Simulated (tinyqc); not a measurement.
Worked calculation: FCI on RHF in the 3-21g basis, for H2, spin multiplicity 1. Computed by tinyqc, a small Python program that keeps every step (integrals from PySCF). Settings: charge = 0, multiplicity = 1, basis = 3-21g, method = RHF, energy threshold = 1e-10, iteration cap = 85, orthogonalisation = canonical, start = core, DIIS depth = 6, ci = FCI, davidson = 1. Command: `OMP_NUM_THREADS=1 python tinyqc.py 20996 20997 out.jsonl` (the two numbers bound the seeds that draw the settings). One thread of a shared host (Intel(R) Xeon(R) Processor @ 2.60GHz), about 0.1 s of CPU time with the checks. The early iterations of the SCF are left out here.

## One-electron integrals

Geometry (angstrom):
```
atom         x         y         z
H     0.000000  0.000000  0.000000
H     0.000000  0.000000  0.954000
```

Basis 3-21g: exponents (1/bohr^2) and contraction coefficients of normalised primitives:
```
element  l (shell)  exponent  coefficient
H            s (1)  5.447178     0.156285
H            s (1)  0.824547     0.904691
H            s (2)  0.183192     1.000000
```

Overlap, kinetic and nuclear-attraction integrals over the contracted functions; the nuclear repulsion is the sum of Za Zb / Rab.

nuclear repulsion = 0.55469309 hartree

overlap S, order 1H 1s, 1H 2s, 2H 1s, 2H 2s:
$$\begin{pmatrix}
1.000000 & 0.645899 & 0.229656 & 0.395096 \\
0.645899 & 1.000000 & 0.395096 & 0.742528 \\
0.229656 & 0.395096 & 1.000000 & 0.645899 \\
0.395096 & 0.742528 & 0.645899 & 1.000000
\end{pmatrix}$$

kinetic energy T (hartree), order 1H 1s, 1H 2s, 2H 1s, 2H 2s:
$$\begin{pmatrix}
1.549405 & 0.293152 & 0.009987 & 0.120407 \\
0.293152 & 0.274788 & 0.120407 & 0.163544 \\
0.009987 & 0.120407 & 1.549405 & 0.293152 \\
0.120407 & 0.163544 & 0.293152 & 0.274788
\end{pmatrix}$$

nuclear attraction V (hartree), order 1H 1s, 1H 2s, 2H 1s, 2H 2s:
$$\begin{pmatrix}
-2.275129 & -1.137374 & -0.475725 & -0.717658 \\
-1.137374 & -1.169595 & -0.717658 & -0.922036 \\
-0.475725 & -0.717658 & -2.275129 & -1.137374 \\
-0.717658 & -0.922036 & -1.137374 & -1.169595
\end{pmatrix}$$

core Hamiltonian H = T + V (hartree), order 1H 1s, 1H 2s, 2H 1s, 2H 2s:
$$\begin{pmatrix}
-0.725725 & -0.844222 & -0.465739 & -0.597251 \\
-0.844222 & -0.894807 & -0.597251 & -0.758492 \\
-0.465739 & -0.597251 & -0.725725 & -0.844222 \\
-0.597251 & -0.758492 & -0.844222 & -0.894807
\end{pmatrix}$$

## Two-electron integrals

Functions are numbered as in S; the eight-fold symmetry (ij|kl) = (ji|kl) = (kl|ij) leaves the list below.

Two-electron integrals (ij|kl) in chemists' order, unique and non-zero (hartree):
```
(11|11) 1.140145   (21|11) 0.611403   (21|21) 0.345152   (22|11) 0.626370
(22|21) 0.380329   (22|22) 0.482957   (31|11) 0.198939   (31|21) 0.115105
(31|22) 0.131413   (31|31) 0.054482   (32|11) 0.242818   (32|21) 0.149454
(32|22) 0.192973   (32|31) 0.076729   (32|32) 0.128500   (33|11) 0.546475
(33|21) 0.344986   (33|22) 0.467420   (33|31) 0.198939   (33|32) 0.364921
(33|33) 1.140145   (41|11) 0.364921   (41|21) 0.207158   (41|22) 0.230416
(41|31) 0.076729   (41|32) 0.102191   (41|33) 0.242818   (41|41) 0.128500
(42|11) 0.428954   (42|21) 0.262847   (42|22) 0.341583   (42|31) 0.105510
(42|32) 0.167267   (42|33) 0.428954   (42|41) 0.167267   (42|42) 0.266277
(43|11) 0.344986   (43|21) 0.216343   (43|22) 0.292469   (43|31) 0.115105
(43|32) 0.207158   (43|33) 0.611403   (43|41) 0.149454   (43|42) 0.262847
(43|43) 0.345152   (44|11) 0.467420   (44|21) 0.292469   (44|22) 0.402057
(44|31) 0.131413   (44|32) 0.230416   (44|33) 0.626370   (44|41) 0.192973
(44|42) 0.341583   (44|43) 0.380329   (44|44) 0.482957
```

## Orthogonalisation

S = U s U^T; canonical form X = U s^(-1/2), so that X^T S X = 1. Each column of U has its largest component positive (the first on a tie).

eigenvalues of S: [0.155214, 0.413977, 0.872603, 2.558206]

X, order 1H 1s, 1H 2s, 2H 1s, 2H 2s:
$$\begin{pmatrix}
-0.677629 & 0.865068 & 0.700944 & 0.272672 \\
1.661982 & -0.677830 & 0.285791 & 0.347993 \\
0.677629 & 0.865068 & -0.700944 & 0.272672 \\
-1.661982 & -0.677830 & -0.285791 & 0.347993
\end{pmatrix}$$

## Iteration 8 (converged): orbitals

converged F (hartree), order 1H 1s, 1H 2s, 2H 1s, 2H 2s:
$$\begin{pmatrix}
0.198820 & -0.434535 & -0.424381 & -0.430687 \\
-0.434535 & -0.324998 & -0.430687 & -0.383120 \\
-0.424381 & -0.430687 & 0.198820 & -0.434535 \\
-0.430687 & -0.383120 & -0.434535 & -0.324998
\end{pmatrix}$$

Diagonalise F' = X^T F X, C = X C', fill 1 alpha and 1 beta electrons from the bottom; D = 2 C_occ C_occ^T. Each column has its largest component positive (the first on a tie).

F' = X^T F X (hartree):
$$\begin{pmatrix}
0.910746 & 0.000000 & -0.544277 & 0.000000 \\
0.000000 & 1.041070 & 0.000000 & 0.026552 \\
-0.544277 & 0.000000 & 0.618796 & 0.000000 \\
0.000000 & 0.026552 & 0.000000 & -0.533443
\end{pmatrix}$$

orbital energies (hartree): MO1 -0.533891, MO2 0.201258, MO3 1.041517, MO4 1.328284

coefficients C, order 1H 1s, 1H 2s, 2H 1s, 2H 2s:
$$\begin{pmatrix}
0.258052 & 0.143694 & 0.869541 & -0.964290 \\
0.359369 & 1.238350 & -0.671868 & 1.144705 \\
0.258052 & -0.143694 & 0.869541 & 0.964290 \\
0.359369 & -1.238350 & -0.671868 & -1.144705
\end{pmatrix}$$

D after iteration 8, order 1H 1s, 1H 2s, 2H 1s, 2H 2s:
$$\begin{pmatrix}
0.133181 & 0.185472 & 0.133181 & 0.185472 \\
0.185472 & 0.258293 & 0.185472 & 0.258293 \\
0.133181 & 0.185472 & 0.133181 & 0.185472 \\
0.185472 & 0.258293 & 0.185472 & 0.258293
\end{pmatrix}$$

## Convergence

Stop when the energy changes by less than 1e-10 hartree and every element of the error matrix X^T (F D S - S D F) X is below 3e-06.

Course of the cycle:
```
iteration  E (hartree)     change  largest element of the error matrix
1          -1.06569708          -                             2.98e-01
2          -1.09883581  -3.31e-02                             4.58e-02
3          -1.09961877  -7.83e-04                             8.13e-05
4          -1.09961878  -2.05e-09                             3.34e-05
5          -1.09961878  -2.52e-10                             2.10e-05
6          -1.09961878  -7.73e-11                             1.53e-05
7          -1.09961878  -3.34e-11                             1.21e-05
8          -1.09961878  -5.44e-11                             6.14e-09
```

PySCF RHF in the same basis = -1.09961878 hartree

Converged in 8 iterations.

## Integrals over molecular orbitals

(pq|rs) = sum C_ip C_jq C_kr C_ls (ij|kl), one index at a time.

one-electron integrals over orbitals h = C^T H C (hartree):
$$\begin{pmatrix}
-1.120421 & 0.000000 & -0.137370 & 0.000000 \\
0.000000 & -0.604604 & 0.000000 & 0.194167 \\
-0.137370 & 0.000000 & 0.074176 & 0.000000 \\
0.000000 & 0.194167 & 0.000000 & 0.249713
\end{pmatrix}$$

Two-electron integrals over orbitals (pq|rs), unique and non-zero (hartree):
```
(11|11) 0.586530    (21|21) 0.110501    (22|11) 0.458182    (22|22) 0.420292
(31|11) 0.137370    (31|22) 0.069300    (31|31) 0.098504    (32|21) 0.008425
(32|32) 0.037459    (33|11) 0.532923    (33|22) 0.424755    (33|31) 0.126791
(33|33) 0.508645    (41|21) -0.080021   (41|32) -0.048592   (41|41) 0.110385
(42|11) -0.137094   (42|22) -0.071848   (42|31) -0.082197   (42|33) -0.123041
(42|42) 0.082187    (43|21) -0.123116   (43|32) -0.037420   (43|41) 0.127629
(43|43) 0.180546    (44|11) 0.594478    (44|22) 0.470234    (44|31) 0.177349
(44|33) 0.566774    (44|42) -0.165959   (44|44) 0.665110
```

## FCI: determinants and Hamiltonian

Hartree-Fock energy = -1.09961878 hartree

Slater-Condon rules over spin orbitals, with the nuclear repulsion added and E(HF) subtracted on the diagonal. Only determinants linked to the reference directly or through others are kept (one block of an abelian symmetry group), so some states are absent.

Occupation strings over the orbitals (2 doubly, a alpha, b beta, 0 empty; spin orbitals ordered 1a 1b 2a 2b ...): 2000 a0b0 b0a0 0200 0a0b 0020 0b0a 0002

H - E(HF) between determinants (hartree), order 2000, a0b0, b0a0, 0200, 0a0b, 0020, 0b0a, 0002:
$$\begin{pmatrix}
0.000000 & 0.000000 & 0.000000 & 0.110501 & -0.080021 & 0.098504 & 0.080021 & 0.110385 \\
0.000000 & 1.140990 & -0.098504 & 0.008425 & -0.123116 & -0.010579 & 0.048592 & 0.127629 \\
0.000000 & -0.098504 & 1.140990 & -0.008425 & 0.048592 & 0.010579 & -0.123116 & -0.127629 \\
0.110501 & 0.008425 & -0.008425 & 0.865395 & 0.122319 & 0.037459 & -0.122319 & 0.082187 \\
-0.080021 & -0.123116 & 0.048592 & 0.122319 & 1.769655 & -0.037420 & -0.082187 & 0.028208 \\
0.098504 & -0.010579 & 0.010579 & 0.037459 & -0.037420 & 2.311309 & 0.037420 & 0.180546 \\
0.080021 & 0.048592 & -0.123116 & -0.122319 & -0.082187 & 0.037420 & 1.769655 & -0.028208 \\
0.110385 & 0.127629 & -0.127629 & 0.082187 & 0.028208 & 0.180546 & -0.028208 & 2.818848
\end{pmatrix}$$

## FCI: roots

Diagonalise (each vector has its largest component positive (the first on a tie)); all determinants have Ms = 0, so triplets appear too. The lowest singlet root is the correlation energy.

lowest roots of this matrix, relative to E(HF) (hartree): [-0.030354, 0.846287, 1.033986, 1.178443, 1.695967, 1.920710, 2.267556, 2.904245]

lowest vectors, order 2000, a0b0, b0a0, 0200, 0a0b, 0020, 0b0a, 0002:
$$\begin{pmatrix}
0.987329 & 0.140379 & 0.000000 & -0.017356 \\
0.010962 & -0.062472 & 0.702553 & 0.678145 \\
-0.010962 & 0.062472 & 0.702553 & -0.678145 \\
-0.131417 & 0.970641 & 0.000000 & 0.124950 \\
0.051333 & -0.118010 & 0.080121 & 0.155393 \\
-0.035051 & -0.037066 & 0.000000 & 0.039483 \\
-0.051333 & 0.118010 & 0.080121 & -0.155393 \\
-0.034238 & -0.033445 & 0.000000 & -0.120306
\end{pmatrix}$$

<S^2> of these roots: [0.000000, 0.000000, 2.000000, 0.000000, 2.000000, 0.000000, 0.000000, 0.000000]

weight of the ground state by excitation level 0, 1, 2, ...: [0.974818, 0.000240, 0.024942]

## The lowest root by the Davidson method

Start from the reference; add the residual divided by (theta - H_ii), orthogonalised, at each step.

Davidson iterations:
```
iteration  subspace  lowest Ritz value (hartree)  residual norm
1                 1                            0       2.17e-01
2                 2                  -0.02973025       3.28e-02
3                 3                  -0.03035054       2.80e-03
4                 4                  -0.03035397       2.61e-04
5                 5                  -0.03035400       2.52e-05
6                 6                  -0.03035400       1.92e-16
```
